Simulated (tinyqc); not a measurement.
A particle near a wafer in liquid: double-layer and van der Waals forces (DLVO), deposition barrier and removal: one step, computed by the program tinyqc.

Sphere and flat wall, Derjaguin approximation, constant potentials in the linear-superposition form, no retardation and no hydration force.

Question. Removing an attached particle. Adhesion F_a = A R/(6 h0^2) [1 + a^2/(R h0)] - kappa Z R exp(-kappa h0), a the contact radius. Drag in a shear flow F_d = 1.7 x 6 pi mu R^2 G, acting at 1.4 R; rolling starts when 1.4 R F_d = a F_a. Wall shear stress = mu G.

Inputs (values chosen for the exercise, of the order of those for ceria on silica in water): particle radius R = 23 nm; Hamaker constant A = 1.4e-20 J; temperature T = 323 K; contact distance h0 = 0.3 nm; contact radius over R = 0.17; viscosity = 0.96 mPa s.

kappa = 1.605125 1/nm

Z = 10.13641 pN

Give: van der Waals adhesion; net adhesion F_a; wall shear stress for rolling; shear rate G.

Answer.

van der Waals adhesion = 1917.5 pN

net adhesion F_a = 1686.3 pN

wall shear stress for rolling = 12079 Pa

shear rate G = 1.2583e+07 1/s
